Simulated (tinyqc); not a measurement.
Worked calculation: short-period [001] superlattice in sp3s* tight binding. Values are carried at full precision from step to step, so a last printed digit may differ when a step is redone from the rounded ones.

sp3s* tight binding, nearest neighbours only: anion (a) at 0, cation (c) at a/4 (1,1,1), orbitals s, px, py, pz, s* on each; k in units of 2 pi/a. With phases e_j = exp(i (pi/2) k.n_j) for n = (1,1,1), (1,-1,-1), (-1,1,-1), (-1,-1,1): g0 = (e1+e2+e3+e4)/4, g1 = (e1+e2-e3-e4)/4, g2 = (e1-e2+e3-e4)/4, g3 = (e1-e2-e3+e4)/4. The diagonal holds the levels Esa, Epa, Exa (s*) and Esc, Epc, Exc. Anion-cation block: <sa|sc> = Vss g0; <sa|xc> = Vsapc g1; <xa|sc> = -Vscpa g1; <xa|xc> = Vxx g0; <xa|yc> = <ya|xc> = Vxy g3, <xa|zc> = <za|xc> = Vxy g2, <ya|zc> = <za|yc> = Vxy g1; <s*a|xc> = Vxapc g1; <xa|s*c> = -Vpaxc g1; y and z take g2 and g3 in place of g1; s-s* and s*-s* vanish.

Parameters, chosen for this exercise (A near a published set for GaAs, B for AlAs; shifted at random, so the results belong to these values and not to a real crystal):
- pA = (-8.342, 1.04, -2.659, 3.662, 8.587, 6.727, -6.443, 1.958, 5.081, 4.487, 5.773, 4.83, 4.815) eV (order Esa, Epa, Esc, Epc, Exa, Exc, Vss, Vxx, Vxy, Vsapc, Vscpa, Vxapc, Vpaxc)
- pB = (-7.548, 0.981, -1.165, 3.587, 7.465, 6.726, -6.674, 1.882, 4.297, 5.1, 5.49, 4.524, 5) eV (the same for B)
- dEv = 0.5 eV (valence offset: Ev(B) lies this far below Ev(A))
- n = 1 (monolayers of A)
- m = 1 (monolayers of B)

## Band line-up of the two bulk crystals

Edges on the common scale: Ev, the conduction level at Gamma, the minimum on (kx,0,0) for kx from 0.5 to 1, and the level at X.

Edges (eV):

| crystal | Ev | Gamma | Delta minimum | X |
|---|---|---|---|---|
| A | 0.0000 | 1.5466 | 2.0442 | 2.0442 |
| B | -0.5000 | 2.5464 | 1.7587 | 1.7881 |

For Gamma electrons A is the well, 1.000 eV deep; for X electrons B is, 0.256 eV deep; holes sit in A.

## Shifted levels

Planes alternate anion, cation along [001], a/4 apart; at zero in-plane momentum s, pz, s* form one block. All levels of A are shifted so that its Ev (lower root of [[Epa, Vxx], [Vxx, Epc]]) is 0, and those of B so that its Ev is -dEv. A monolayer is an anion plane and the cation plane above it; an anion between unlike cations takes the mean of the two anion levels; each bond takes the couplings of its cation. Block from an anion to the cation above: U with Vss/2 (s,s), Vsapc/2 (s,z), -Vscpa/2 (z,s), Vxx/2 (z,z), Vxapc/2 (s*,z), -Vpaxc/2 (z,s*); to the cation below: the same with the s-z and s*-z signs reversed. The cell of n + m monolayers is closed with the phase exp(2 pi i q). No spin-orbit coupling. In this block 2 (n + m) levels are filled.

Parameters in the order Esa, Epa, Esc, Epc, Exa, Exc, Vss, Vxx, Vxy, Vsapc, Vscpa, Vxapc, Vpaxc. Find Ev of each set and shift the levels.

Ev before the shift (eV): A -0.0054, B -0.0050

Levels (eV):

| plane | s | p | s* |
|---|---|---|---|
| anion A | -8.3366 | 1.0454 | 8.5924 |
| cation A | -2.6536 | 3.6674 | 6.7324 |
| anion B | -8.0430 | 0.4860 | 6.9700 |
| cation B | -1.6600 | 3.0920 | 6.2310 |
| interface anion | -8.1898 | 0.7657 | 7.7812 |

## The matrix for n = 1, m = 1 at q = 0

Planes in the order a1, c1, a2, c2, ...; the A cations come first.

H (eV), lower triangle:
```
        sa1     za1     *a1     sc1     zc1    *c1     sa2     za2    *a2     sc2    zc2    *c2
sa1  -8.190
za1       0   0.766
*a1       0       0   7.781
sc1  -3.221  -2.886       0  -2.654
zc1   2.244   0.979   2.415       0   3.667
*c1       0  -2.408       0       0       0  6.732
sa2       0       0       0  -3.221  -2.244      0  -8.190
za2       0       0       0   2.886   0.979  2.408       0   0.766
*a2       0       0       0       0  -2.415      0       0       0  7.781
sc2  -3.337   2.745       0       0       0      0  -3.337  -2.745      0  -1.660
zc2  -2.550   0.941  -2.262       0       0      0   2.550   0.941  2.262       0  3.092
*c2       0   2.500       0       0       0      0       0  -2.500      0       0      0  6.231
```

## Levels of the small cell

Diagonalise (s, pz, s* block of a cell with n = 1, m = 1; px and py are apart). The lowest 4 levels are filled. Give the share of the cation weight of the lowest empty level that lies on the A cations, c1.

levels (eV): -12.398  -10.080  -7.250  -0.248  1.892  1.920  2.420  4.396  6.486  7.781  10.076  11.129

share on A cations = 0.821

The lowest empty level is number 5, at 1.892 eV.

## Checks

- Cell of two equal monolayers against the bulk levels at Gamma and X: they agree to 1e-10 or better.

(tinyqc, `OMP_NUM_THREADS=1 python tinyqc.py 1480842 1480843 out.jsonl`, Intel(R) Xeon(R) Processor @ 2.30GHz, 1 thread, shared host, about 0.3 s.)
